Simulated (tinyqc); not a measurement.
Inside a calculation. Model: resistive crossbar, vector-matrix product with wire resistance.

Computed by the program tinyqc: `OMP_NUM_THREADS=1 python tinyqc.py 2880017 2880018 out.jsonl`, one thread of a shared Intel Xeon 2.30GHz, about 0.01 s for the whole run. Printed values are rounded.

2 rows and 2 columns. Cell (i, j) joins row node wij to column node bij. Each row is driven at its left end through one wire segment rw; neighbouring nodes along a row or a column are joined by rw; each column ends below the last row in one more rw and a virtual ground, where its current is read. Ideal output: I_j = sum_i V_i G_ij.

Parameters, values chosen for the exercise:
- rw = 200 ohm (wire resistance between neighbouring cells)
- V = [0.29, 0.4] V (input voltages of the rows)

## The nodal equations

cell conductances G (uS):
```
       column 1  column 2
row 1       420       450
row 2       140       370
```

Kirchhoff current law at every node, A x = b: A holds the sum of the conductances at a node on the diagonal and minus the conductance between two nodes off it (wire conductance 1/rw); b = V_i/rw at the first node of row i.

A (uS):
```
       w11    w12    w21    w22    b11    b12    b21    b22
w11  10420  -5000      0      0   -420      0      0      0
w12  -5000   5450      0      0      0   -450      0      0
w21      0      0  10140  -5000      0      0   -140      0
w22      0      0  -5000   5370      0      0      0   -370
b11   -420      0      0      0   5420      0  -5000      0
b12      0   -450      0      0      0   5450      0  -5000
b21      0      0   -140      0  -5000      0  10140      0
b22      0      0      0   -370      0  -5000      0  10370
```

b (uA): w11 1450, w12 0, w21 2000, w22 0, b11 0, b12 0, b21 0, b22 0

## Node voltages and column currents

Solve A x = b; I_j = b2j/rw.

row nodes (mV): w11 255.771, w12 239.250, w21 367.819, w22 345.175
column nodes (mV): b11 44.9534, b12 55.6861, b21 27.2447, b22 39.1654
column currents (uA): column 1 136.224, column 2 195.827

## Error against the ideal product

Ideal I_j = sum_i V_i G_ij; error = I/ideal - 1.

ideal currents (uA): column 1 177.8, column 2 278.5
error (%): column 1 -23.38, column 2 -29.69

The largest error is in column 2. All currents fall short, since the wires take part of the voltage.
